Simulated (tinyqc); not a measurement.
# Current of a Schottky diode by thermionic-emission-diffusion theory, and its read-back from I-V-T and C-V data, step by step

A worked calculation. Computed by tinyqc, a small Python program that keeps every step. Command: `OMP_NUM_THREADS=1 python tinyqc.py 3020981 3020982 out.jsonl schottky walk`. One thread of a shared host (Intel(R) Xeon(R) Processor @ 2.30GHz), about 0.01 s of CPU time with the checks. Intermediate numbers are printed to about 7 digits and carried at full precision; extremes and crossings named in words are read from the listed rows.

Full ionisation, no tunnelling, no recombination current. V is the voltage across the junction itself, forward positive.

Inputs (values chosen for the exercise, modelled on n-type 4H-SiC):
```
quantity                                     value           unit
Richardson constant A*                         147   A/(cm^2 K^2)
effective density of states at 300 K, N_c  1.7e+19         1/cm^3
permittivity eps                               9.7              -
mobility mu                                    840     cm^2/(V s)
barrier without image force phi_0 (mean)      1.11             eV
doping N                                   8.1e+16         1/cm^3
series resistance R_s                           11  milliohm cm^2
junction voltage V                            0.71              V
temperature T                                  423              K
standard deviation sigma                       110            meV
relative change of sigma^2 with bias, rho     0.65            1/V
```

Barrier: Gaussian spread of heights.

Constants: k_B = 8.617333262e-05 eV/K; e = 1.602176634e-19 C; eps_0 = 8.8541878128e-12 F/m.

## Barrier at the given bias

N_c(T) = N_c (T/300 K)^(3/2); V_bi = phi_0 - (k_B T/e) ln(N_c(T)/N); surface field F = sqrt(2 e N (V_bi - V - k_B T/e)/(eps eps_0)); image lowering d_phi = sqrt(e F/(4 pi eps eps_0)); effective barrier phi = phi_0 - d_phi - sigma^2 (1 - rho V)/(2 k_B T).

built-in voltage V_bi = 0.8963259 V

surface field F = 67.30021 kV/cm

image lowering = 31.60809 meV

effective barrier phi = 0.9890145 eV

## Current

Collection velocity v_R = A* T^2/(e N_c(T)); diffusion velocity v_D = mu F; J = e N_c(T) v_R/(1 + v_R/v_D) exp(-phi/k_B T) [exp(e V/k_B T) - 1]. Terminal voltage V + J R_s.

v_R = 5767799 cm/s

v_D = 5.653217e+07 cm/s

current density J = 11311.61 A/cm^2

terminal voltage = 125.1377 V

v_D/v_R = 9.80: emission over the barrier limits the current. Caution: the series resistance drops more than 1 V, so self-heating would matter at this junction voltage.

## Read-back from the I-V curve

Ideality n = (e/k_B T)/(d ln J/dV) by a central difference of +/- 1 mV; J_0 = J exp(-e V/(n k_B T)); apparent barrier phi_IV = k_B T ln(A* T^2/J_0); a C-V plot gives phi_CV = phi_0, the mean without lowering.

ideality factor n = 1.207536

extrapolated J_0 = 0.001117328 A/cm^2

apparent barrier phi_IV = 0.8705301 eV

phi_CV - phi_IV = 239.4699 meV

n exceeds 1 because forward bias lowers the field, which weakens the image lowering, and narrows the spread of barriers.

## Temperature series and Richardson plot

A least-squares line of ln(J_0/T^2) against 1/(k_B T) gives a barrier (minus the slope) and a Richardson constant (exp of the intercept).

At the same junction voltage:
```
T (K)  1/k_B T (1/eV)         n  J_0 (A/cm^2)  phi_IV (eV)  ln(J_0/T^2)
200          58.02259  1.352755  1.428132e-11    0.6990232    -35.56870
250          46.41807  1.279979  3.012240e-09    0.7681046    -30.66350
300          38.68173  1.239378  2.891908e-07    0.8131534    -26.46374
350          33.15577  1.216749  1.274944e-05    0.8437845    -22.98589
400          29.01130  1.207375  3.041390e-04    0.8641940    -20.08095
450          25.78782  1.212205  4.683793e-03    0.8753193    -17.58214
```

barrier from the Richardson plot = 0.5567694 eV

Richardson constant from the plot = 0.01633085 A/(cm^2 K^2)

From 200 to 450 K n goes from 1.353 to 1.212 and phi_IV from 0.699 to 0.875 eV. The plot returns 0.557 eV against phi_0 = 1.11 and a constant 1.11e-4 times the true A*: a spread of barriers lets cold carriers pick the low patches, which bends the plot and lowers both numbers.

## Forward curve with series resistance

Terminal voltage V + J R_s; apparent ideality from neighbouring rows, (e/k_B T) dV_terminal/d ln J.

Forward curve; the last column belongs to the interval up to the next row:
```
V (V)    J (A/cm^2)  terminal voltage (V)    apparent n
0.206  7.658321e-02          2.068424e-01  1.214409e+00
0.286  5.211704e-01          2.917329e-01  1.622862e+00
0.366  3.518611e+00          4.047047e-01  4.336446e+00
0.446  2.358578e+01          7.054436e-01  2.236203e+01
0.526  1.565857e+02          2.248443e+00  1.406156e+02
0.606  1.024615e+03          1.187676e+01  8.990775e+02
0.686  6.539775e+03          7.262353e+01  5.532904e+03
0.766  3.951042e+04          4.353806e+02             -
```

The resistance takes over where J R_s exceeds k_B T/e, at J = 3.31 A/cm^2; the apparent ideality climbs from 1.21 to 5530, so barrier and n must be read below that current. Rows where the resistance drops more than 1 V are formal, since self-heating is left out.

Checks made by the program: v_D = mu F against the drift-diffusion integral over the parabolic barrier, a ratio 2 y Dawson(y) with y^2 = (V_bi - V)/(k_B T/e) - 1 (relative difference 2e-01).
